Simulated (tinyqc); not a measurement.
Two-valley model of the transferred-electron effect: one step, computed by the program tinyqc.

Both kinds of valley share one electron temperature T_e, and each has a constant mobility.

Question. First two iterations. Density-of-states ratio R = Z (m2/m1)^(3/2); n2/n1 = R exp(-dE/(k_B T_e)); mean mobility mu = (mu1 + mu2 n2/n1)/(1 + n2/n1); energy balance e mu F^2 = (3/2) k_B (T_e - T)/tau_E; v = mu F. Fixed point from T_e = T: T_out = T + (2/3) e mu(T_e) F^2 tau_E/k_B, T_new = T_e + mixing (T_out - T_e); stop when |T_out - T_e| is below 1e-6 K.

Inputs (values chosen for the exercise, modelled on GaN):

| quantity | value | unit |
|---|---|---|
| central-valley mass m1 | 0.21 | m_0 |
| satellite-valley mass m2 | 0.44 | m_0 |
| satellite valleys Z | 6 | - |
| valley separation dE | 1.1 | eV |
| central-valley mobility mu1 | 950 | cm^2/(V s) |
| satellite-valley mobility mu2 | 56 | cm^2/(V s) |
| energy relaxation time tau_E | 0.086 | ps |
| lattice temperature T | 400 | K |
| electric field F | 38 | kV/cm |
| mixing | 0.05 | - |

Solver: damped fixed point.

Constants: k_B = 8.617333262e-05 eV/K.

Give: T_out of iteration 1; T_e after iteration 1; mu at that T_e; T_e after iteration 2.

Answer.

T_out of iteration 1 = 1313 K

T_e after iteration 1 = 445.6 K

mu at that T_e = 950.0 cm^2/(V s)

T_e after iteration 2 = 489.0 K
